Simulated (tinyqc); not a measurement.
A barrier in a uniform field, exact transmission by Airy functions: two steps of the calculation.

The left lead has its band edge at 0, the barrier edge falls as U(x) = U0 - F x with F = V/d for 0 < x < d, and the right lead has its edge at -V. No transverse momentum; C = hbar^2/(2 m0); psi and psi'/m are continuous. M carries (psi, psi'/m) across the barrier.

Inputs (values chosen for the exercise); masses and offsets close to those of GaN wells and AlGaN barriers; the mass of the right lead is set freely: mass in the left lead mL = 0.2 m0; barrier edge at x = 0 U0 = 0.61 eV; mass in the barrier m1 = 0.26 m0; electron energy E = 0.335 eV; barrier width d = 6.2 nm; voltage across the barrier V = 0.57 V; mass in the right lead mR = 0.28 m0.

Constants: q = 1.602176634e-19 C, hbar = 1.054571817e-34 J s, m0 = 9.1093837015e-31 kg, hbar^2/(2 m0) = 0.0380998212 eV nm^2. Results are converted to the units shown.

Problem 1. Scaled variables. Energy scale e = (C F^2/m1)^(1/3), z(x) = (U(x) - E)/e, s = (dz/dx)/m1 = -F/(e m1); v = k/m in a lead. vL = sqrt(mL E/C)/mL, vR = sqrt(mR (E + V)/C)/mR.

Wanted: F; e; z1; z2; s; vL; vR.

Solution 1.

F = 0.091935 V/nm
e = 0.10739 eV
z1 = 2.5607
z2 = -2.7469
s = -3.2926 1/nm
vL = 6.6305 1/nm
vR = 9.2105 1/nm

z2 < 0: the electron leaves the forbidden region inside the barrier.

Problem 2. Transmission, exact and WKB. With M acting on (psi, psi'/m) and v = k/m in each lead, T(E) = 4 vL vR/[(vL vR M12 - M21)^2 + (vR M11 + vL M22)^2]. WKB: exp(-S), S = (4/(3 F)) sqrt(m1/C) [max(U0 - E, 0)^1.5 - max(U0 - F d - E, 0)^1.5].

M (M12 in nm, M21 in 1/nm):
```
            1           2
1  -8.7958431  -1.7988400
2  -59.795306  -12.342443
```

vL = 6.6304948 1/nm
vR = 9.2105127 1/nm

Wanted: T(E); S; exp(-S); ratio T(E)/exp(-S).

Solution 2.

T(E) = 0.008416
S = 5.464
exp(-S) = 0.004238
ratio T(E)/exp(-S) = 1.986

Range of the model: Masses are held fixed, although real bands cease to be parabolic a few tenths of an eV from their edges.

Numbers from tinyqc (`OMP_NUM_THREADS=1 python tinyqc.py 2580023 2580024 out.jsonl`; about 0.01 s on one thread of a shared Intel Xeon 2.30GHz).
